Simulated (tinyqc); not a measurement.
Inside a calculation. Method: empirical pseudopotential in a few plane waves. One step of it, computed by the program tinyqc.

Task: Levels at k. Diagonalise the Hermitian matrix.

H(k) at k (eV), lower triangle:
```
,+0+0+0,-1-1-1,-1-1+1,-1+1-1,-1+1+1,+1-1-1,+1-1+1,+1+1-1,+1+1+1,-2+0+0,+0-2+0,+0+0-2,+0+0+2,+0+2+0,+2+0+0
+0+0+0,2.136972
-1-1-1,2.241618,6.025741
-1-1+1,-2.241618,0.000000,10.840409
-1+1-1,-2.241618,0.000000,0.027211,16.766153
-1+1+1,-2.241618,-0.027211,0.000000,0.000000,21.580821
+1-1-1,-2.241618,0.000000,0.027211,0.027211,0.000000,10.470050
+1-1+1,-2.241618,-0.027211,0.000000,0.000000,0.027211,0.000000,15.284717
+1+1-1,-2.241618,-0.027211,0.000000,0.000000,0.027211,0.000000,0.027211,21.210462
+1+1+1,2.241618,0.000000,-0.027211,-0.027211,0.000000,-0.027211,0.000000,0.000000,26.025129
-2+0+0,0.000000,-2.241618,-2.241618,-2.241618,2.241618,0.404068,-0.404068,-0.404068,-0.404068,16.210615
+0-2+0,0.000000,-2.241618,-2.241618,0.404068,-0.404068,-2.241618,2.241618,-0.404068,-0.404068,0.027211,9.914511
+0+0-2,0.000000,-2.241618,0.404068,-2.241618,-0.404068,-2.241618,-0.404068,2.241618,-0.404068,0.027211,0.027211,15.840256
+0+0+2,0.000000,-0.404068,2.241618,-0.404068,-2.241618,-0.404068,-2.241618,0.404068,-2.241618,-0.027211,-0.027211,0.000000,25.469590
+0+2+0,0.000000,-0.404068,-0.404068,2.241618,-2.241618,-0.404068,0.404068,-2.241618,-2.241618,-0.027211,0.000000,-0.027211,0.027211,31.395335
+2+0+0,0.000000,-0.404068,-0.404068,-0.404068,0.404068,2.241618,-2.241618,-2.241618,-2.241618,0.000000,-0.027211,-0.027211,0.027211,0.027211,25.099231
```

Give: eigenvalues.

Result:

eigenvalues (eV): -0.7326  3.9077  8.1724  9.0108  12.2588  14.4945  15.5651  16.0026  19.8086  20.5840  21.1121  24.5080  27.1711  28.8661  33.5407
